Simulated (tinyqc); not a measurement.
MOSFET with velocity saturation and source resistance: two steps of the calculation.

Strong inversion, charge Q = Cox (Vg - m V) at channel potential V with Vg the gate overdrive, and drift velocity v = mu E/(1 + mu E/vsat). Integrating along the channel gives I = mu Cox (1/L)(Vg Vd - m Vd^2/2)/(1 + Vd/Vc) per width, Vc = vsat L/mu, which peaks at Vdsat. Units: I in uA/um, Rs in ohm um, so the drop over Rs is 1e-6 I Rs volts.

Inputs (values chosen for the exercise):
```
symbol  value        unit                       meaning
Cox      2.07     uF/cm^2              gate capacitance
mu0       500  cm^2/(V s)  mobility at low gate voltage
th        0.1         1/V          mobility degradation
vsat    6.8e6        cm/s           saturation velocity
m        1.25                               body factor
VT       0.25           V                     threshold
L         0.5          um                channel length
Rs        300      ohm um             source resistance
Vgs       1.2           V                  gate voltage
```

Problem 1. Saturation without source resistance. Vg = Vgs - VT (0 if negative), mu = mu0/(1 + th Vg), Vc = vsat L/mu, x = sqrt(1 + 2 Vg/(m Vc)), Vdsat = 2 Vg/(m (1 + x)), Isat = Cox vsat Vg (x - 1)/(x + 1) per width. Long-channel limit: mu Cox Vg^2/(2 m L); short-channel limit: Cox vsat Vg.

Find: Vg; mu; Vc; Vdsat; Isat; long-channel limit; short-channel limit.

Solution 1.

Vg = 0.9500 V
mu = 456.6 cm^2/(V s)
Vc = 0.7446 V
Vdsat = 0.5539 V
Isat = 362.6 uA/um
long-channel limit = 682.4 uA/um
short-channel limit = 1337 uA/um

Problem 2. Saturation current with source resistance. Vg = Vgs - I Rs - VT (0 if negative), mu = mu0/(1 + th Vg), Vc = vsat L/mu, x = sqrt(1 + 2 Vg/(m Vc)), Vdsat = 2 Vg/(m (1 + x)), Isat = Cox vsat Vg (x - 1)/(x + 1) per width. I(new) = Isat.

I at the start = 0 uA/um

Wanted: Vg; mu; Vc; Vdsat; Isat; I after iteration 1.

Solution 2.

Vg = 0.95000 V
mu = 456.62 cm^2/(V s)
Vc = 0.74460 V
Vdsat = 0.55395 V
Isat = 362.55 uA/um
I after iteration 1 = 362.55 uA/um

tinyqc, about 0.01 s, one thread, Intel Xeon 2.30GHz (shared host): `OMP_NUM_THREADS=1 python tinyqc.py 2500020 2500021 out.jsonl`
